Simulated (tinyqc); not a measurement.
An infinitely deep well in a field (quantum-confined Stark shift), Airy functions: two steps of the calculation.

Hard walls at x = -L/2 and +L/2; between them U(x) = -F x (eV, zero at the centre). C = hbar^2/(2 m0), e = (C F^2/m1)^(1/3), z1 = (F L/2 - E)/e at the left wall and z2 = (-F L/2 - E)/e at the right wall. Levels are the roots of D(E) = Ai(z1) Bi(z2) - Ai(z2) Bi(z1).

Parameters, values chosen for the exercise: mass m1 = 0.066 m0; well width L = 9.8 nm; field F = 0.026 V/nm; level sought n = 2.

Constants: q = 1.602176634e-19 C, hbar = 1.054571817e-34 J s, m0 = 9.1093837015e-31 kg, hbar^2/(2 m0) = 0.0380998212 eV nm^2. Results are converted to the units shown.

Problem 1. Level without field and second-order shift. E_n(0) = C (n pi/L)^2/m1; second-order shift m1 F^2 L^4 (1 - 15/(pi n)^2)/(48 C pi^2 n^2).

Find: E_n(0); second-order shift; F L/E_1(0).

Solution 1.

E_n(0) = 0.2373 eV
second-order shift = 3.534 meV
F L/E_1(0) = 4.295

Problem 2. Secant step for the level. Secant step from the last two trial energies, E_a the older and E_b the newer: next = E_b - D(E_b) (E_b - E_a)/(D(E_b) - D(E_a)).

first trial energy = 0.2373 eV
second trial energy = 0.2343 eV

Find: D(E_a); D(E_b); third trial energy.

Solution 2.

D(E_a) = 0.0079105
D(E_b) = 0.015614
third trial energy = 0.24038 eV

tinyqc, about 0.02 s, one thread, Intel Xeon 2.30GHz (shared host): `OMP_NUM_THREADS=1 python tinyqc.py 2580030 2580031 out.jsonl`
